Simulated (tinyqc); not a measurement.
# Changing the evaporation rate at 1000 rpm e0

Model: spin coating of a resist or spin-on film: centrifugal thinning, evaporation and the final thickness (Emslie and Meyerhofer models). Computed by tinyqc, a small Python program. Command: `OMP_NUM_THREADS=1 python tinyqc.py 3110396 3110397 out.jsonl spincoat sweep`. One thread of a shared host (Intel(R) Xeon(R) Processor @ 2.30GHz), about 0.2 s of CPU time with the checks.

A Newtonian film stays uniform over the wafer; solvent and solids have the same density and the concentration is uniform through the thickness.

Inputs (values chosen for the exercise, of the order of those of a polymer resist in an ester solvent):
```
quantity                                 value        unit
solids volume fraction c0                 0.24           -
kinematic viscosity of the solvent nu_s   0.78      mm^2/s
viscosity constant k                       670      mm^2/s
viscosity exponent gamma                   3.3           -
spin speed f                              6000         rpm
starting thickness h0                      100  micrometre
wafer radius R                              50          mm
shrinkage in the bake                       10           %
```

Method:
- omega = 2 pi f/60; nu(c) = nu_s + k c^gamma; evaporation rate e = e0 sqrt(f/1000 rpm).
- Flow constant K = 2 omega^2/(3 nu(c0)); Reynolds number of the air omega R^2/nu_air with nu_air = 15 mm^2/s.
- Meyerhofer estimate: flow rules until (1 - c0) K h^3 = e, then evaporation alone: h_w = (e/((1 - c0) K))^(1/3), dry film c0 h_w.
- Full model for solids s and liquid l per area, h = s + l, c = s/h: ds/dt = -c Q, dl/dt = -(1 - c) Q - e, Q = 2 omega^2 h^3/(3 nu(c)); integrated adaptively (relative tolerance 1e-9) until l = 0.
- Dry film = s at l = 0, before the bake; film after the bake = s x (1 - shrinkage).

One run for each value:
```
evaporation rate at 1000 rpm e0 (micrometre/s)  dry film (nm)  time to dry (s)  wet thickness h_w (micrometre)
0.010                                                   260.5           38.610                          0.9416
0.021                                                   333.6           23.544                          1.2057
0.045                                                   430.1           14.164                          1.5545
0.097                                                   555.6            8.488                          2.0080
0.210                                                   718.7            5.071                          2.5977
0.440                                                   919.7            3.097                          3.3240
0.940                                                  1184.5            1.866                          4.2811
2.000                                                  1523.3            1.128                          5.5063
```

Describe and explain the trends.

Over the rows, dry film (nm) rises from 261 to 1520 (exponent d ln y / d ln x about 0.33 throughout); time to dry (s) falls from 38.6 to 1.13 (exponent d ln y / d ln x about -0.67 throughout); wet thickness h_w (micrometre) rises from 0.942 to 5.51 (exponent d ln y / d ln x about 0.33 throughout). The exponent of dry film stays at 0.33: the cube root of the evaporation rate.
